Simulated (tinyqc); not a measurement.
From results back to parameters: carbon nanotube by zone folding. Three cases, with inputs chosen for the exercise.

Problem. d = sqrt3 acc sqrt(n^2 + nm + m^2)/pi and tan(theta) = sqrt3 m/(2n + m). Diameter and chiral angle below belong to a hidden tube.

Find: n, m; type in zone folding.

Method. With L = pi d/a, a = sqrt3 acc, the components of C are n + m/2 = L cos(theta) and sqrt3 m/2 = L sin(theta). The tube is metallic where n - m is a multiple of three.

Case 1.

Values chosen (out of a larger set: near those used for carbon; not measured data): acc = 1.42 angstrom (bond length).

d = 18.344 angstrom
theta = 26.33 degrees

Solution.

n, m: 15  12

type in zone folding: metallic

Case 2.

Values chosen (out of a larger set: near those used for carbon; not measured data): acc = 1.42 angstrom (bond length).

d = 22.405 angstrom
theta = 27.00 degrees

Solution.

n, m: 18  15

type in zone folding: metallic

Case 3.

Values chosen (out of a larger set: near those used for carbon; not measured data): acc = 1.44 angstrom (bond length).

d = 14.488 angstrom
theta = 25.28 degrees

Solution.

n, m: 12  9

type in zone folding: metallic

Computed by tinyqc, one run a case: `OMP_NUM_THREADS=1 python tinyqc.py N N+1 out.jsonl` with N = 1482139, 1482201, 1482211; one thread of a shared Intel(R) Xeon(R) Processor @ 2.30GHz, about 0.04 s a run at most.
